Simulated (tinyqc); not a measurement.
What each parameter does: core-shell quantum dot (spherical envelope functions).

Parabolic bands; strain and other valleys are left out. s states, u = r psi, hard wall at R + H, c = hbar^2/2m0, energies from the band edges of the core. Core: u = sin(k1 r)/k1, k1 = sqrt(m1 E/c). At R, psi and psi'/m are continuous, so u is continuous and its slope in the shell is s = u/R + (m2/m1)(u' - u/R). Shell: u(R + x) = u(R) cos(k2 x) + s sin(k2 x)/k2, k2 = sqrt(m2 (E - V)/c); for negative arguments the functions turn into sinh and cosh. A level has u(R + H) = 0.

Overlap = (integral of u_e u_h)^2 with normalised u. Coulomb integrals J_ab = (q/eps) double integral of u_a(r)^2 u_b(s)^2/max(r, s), q = e^2/(4 pi eps0), one eps everywhere. Exciton E = Eg + E_e + E_h - J_eh; first-order biexciton shift J_ee + J_hh - 2 J_eh (positive: repulsive).

Constants: hbar^2/2m0 = 3.80998211 eV angstrom^2; e^2/(4 pi eps0) = 14.39964547 eV angstrom; hc = 1239.841984 eV nm.

Values chosen for the exercise (near those of a CdTe/CdSe core-shell dot; the results hold for these values, not for the real material):
- R = 31 angstrom (core radius)
- H = 9 angstrom (shell thickness)
- Vc = -0.28 eV (conduction edge of the shell above that of the core)
- Vv = 0.576 eV (hole barrier of the shell)
- me1 = 0.095 m0 (electron, core)
- me2 = 0.125 m0 (electron, shell)
- mh1 = 0.343 m0 (hole, core)
- mh2 = 0.458 m0 (hole, shell)
- Eg = 1.517 eV (gap of the core)
- eps = 7.2 (dielectric constant)

All quantities anew.

One parameter was then changed.

Results before and after:

| case | E (eV) | overlap | electron in core | biexciton shift (meV) |
|---|---|---|---|---|
| base | 1.695 | 0.910 | 0.874 | 3.2 |
| changed | 1.683 | 0.892 | 0.859 | 3.9 |

Which of these changes was made? (a) H = 14 angstrom; (b) R = 28 angstrom; (c) Vc = -0.38 eV; (d) eps = 8.3; (e) me2 = 0.156 m0; (f) mh1 = 0.274 m0; (g) Vv = 0.432 eV.

Answer: (c) Vc = -0.38 eV. Of the candidates, run in turn, only this one gives the changed row.

All candidates:

| case | E (eV) | overlap | electron in core | biexciton shift (meV) |
|---|---|---|---|---|
| base | 1.695 | 0.910 | 0.874 | 3.2 |
| R = 28 angstrom | 1.731 | 0.905 | 0.851 | 3.7 |
| H = 14 angstrom | 1.611 | 0.714 | 0.679 | 10.5 |
| Vc = -0.38 eV | 1.683 | 0.892 | 0.859 | 3.9 |
| Vv = 0.432 eV | 1.693 | 0.928 | 0.874 | 2.6 |
| me2 = 0.156 m0 | 1.663 | 0.868 | 0.842 | 4.9 |
| mh1 = 0.274 m0 | 1.710 | 0.935 | 0.874 | 2.2 |
| eps = 8.3 | 1.707 | 0.910 | 0.874 | 2.8 |

(tinyqc, `OMP_NUM_THREADS=1 python tinyqc.py 1282375 1282376 out.jsonl`, Intel(R) Xeon(R) Processor @ 2.30GHz, 1 thread, shared host, about 0.05 s.)
